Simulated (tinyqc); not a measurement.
Against the Fermi level: single-band model of a thermoelectric material. Computed by tinyqc, a small Python program. Command: `OMP_NUM_THREADS=1 python tinyqc.py 3022452 3022453 out.jsonl thermo walk`. One thread of a shared host (Intel(R) Xeon(R) Processor @ 2.30GHz), about 0.02 s of CPU time with the checks.

One spherical band, one scattering law, no minority carriers and no phonon drag. In a real material minority carriers limit |S| to about E_g/(2 e T), so larger values are formal. eta = E_F/(k_B T) is counted from the band edge; f = 1/(1 + exp(x - eta)).

Inputs (values chosen for the exercise, for a model material):
```
quantity                              value        unit
density-of-states mass m               0.26         m_0
mobility parameter mu_300               690  cm^2/(V s)
temperature exponent p                  0.5           -
lattice thermal conductivity kappa_L    1.2     W/(m K)
temperature T                           410           K
```

Band: parabolic. Scattering: polar optical (high temperature), r = 0.5.

Constants: k_B = 8.617333262e-05 eV/K; e = 1.602176634e-19 C; m_0 = 9.1093837015e-31 kg; k_B = 1.380649e-23 J/K; hbar = 1.054571817e-34 J s.

Method:
- With x = E/(k_B T), a = alpha k_B T (0 for a parabolic band), G = x (1 + a x), D = 1 + 2 a x and <y> = int y f (1 - f) dx, f = 1/(1 + exp(x - eta)): tau = tau_0 G^r/D; transport function s = G^(3/2 + r)/D^2; n = N_0 <G^(3/2)> with N_0 = (2 m k_B T)^(3/2)/(3 pi^2 hbar^3).
- Integrals over x = E/(k_B T) use 160 Gauss-Legendre points in u = sqrt(x) from 0 to sqrt(max(eta, 0) + 32).
- sigma = e mu_0 N_0 <s> with mu_0 = e tau_0/m = mu_300 (T/300 K)^(-p); |S| = (k_B/e)(<x s>/<s> - eta); Lorenz number L = (k_B/e)^2 (<x^2 s>/<s> - (<x s>/<s>)^2); kappa_e = L sigma T; zT = S^2 sigma T/(kappa_L + kappa_e).

The same material at other dopings:
```
eta  n (1/cm^3)  |S| (microvolt/K)  sigma (S/cm)  power factor (microwatt/(cm K^2))      zT
-4   9.6728e+16             603.80    1.3788e+01                               5.03  0.1700
-3   2.6010e+17             518.62    3.7191e+01                              10.00  0.3324
-2   6.8726e+17             435.05    9.9074e+01                              18.75  0.5958
-1   1.7423e+18             355.32    2.5609e+02                              32.33  0.9244
0    4.0670e+18             283.38    6.2197e+02                              49.94  1.1577
1    8.3750e+18             223.57    1.3659e+03                              68.27  1.1411
2    1.5009e+19             177.58    2.6573e+03                              83.79  0.9405
4    3.4611e+19             118.94    7.2799e+03                             102.99  0.5244
6    6.0842e+19              86.70    1.4854e+04                             111.64  0.2964
10   1.2802e+20              54.89    3.9055e+04                             117.69  0.1222
```

What does the comparison show, and why?

The power factor still rises at the last row; zT peaks at eta = 0, where kappa_e begins to outweigh the gain.

Extremes, crossings and ranges named in words are read from the listed rows.
